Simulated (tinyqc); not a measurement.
Worked calculation: tight binding, honeycomb lattice. One step of it, computed by the program tinyqc.

Question. Levels at k. Diagonalise the Hermitian matrix.

H(k) at k (eV), order A, B:
$$\begin{pmatrix}
0.220000 & -5.909747+3.120707i \\
-5.909747-3.120707i & -0.220000
\end{pmatrix}$$

Give: eigenvalues; weights |c|^2 of the basis functions.

Answer.

eigenvalues (eV): [-6.6867, 6.6867]

weights |c|^2 of the basis functions, order A, B:
$$\begin{pmatrix}
0.4835 & 0.5165 \\
0.5165 & 0.4835
\end{pmatrix}$$
